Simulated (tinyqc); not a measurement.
Worked calculation: FCI on RHF in the 3-21g basis, for He, spin multiplicity 1. One step of it, computed by the program tinyqc.

Task: FCI: determinants and Hamiltonian. Slater-Condon rules over spin orbitals, with the nuclear repulsion added and E(HF) subtracted on the diagonal. Only determinants linked to the reference directly or through others are kept (one block of an abelian symmetry group), so some states are absent.

one-electron integrals over orbitals h = C^T H C (hartree):
```
[[-1.932108, -0.319236],
 [-0.319236, 0.379665]]
```

Two-electron integrals over orbitals (pq|rs), unique and non-zero (hartree):
```
(11|11) 1.028537   (21|11) 0.319236   (21|21) 0.261994   (22|11) 0.982016
(22|21) 0.343809   (22|22) 0.998335
```

nuclear repulsion = 0 hartree

Hartree-Fock energy = -2.83567987 hartree

Give: determinants; H - E(HF) between determinants.

Result:

Occupation strings over the orbitals (2 doubly, a alpha, b beta, 0 empty; spin orbitals ordered 1a 1b 2a 2b ...): 20 ab ba 02

H - E(HF) between determinants (hartree), order 20, ab, ba, 02:
```
[[0.0000, 0.0000, 0.0000, 0.2620],
 [0.0000, 2.2653, -0.2620, 0.0246],
 [0.0000, -0.2620, 2.2653, -0.0246],
 [0.2620, 0.0246, -0.0246, 4.5933]]
```
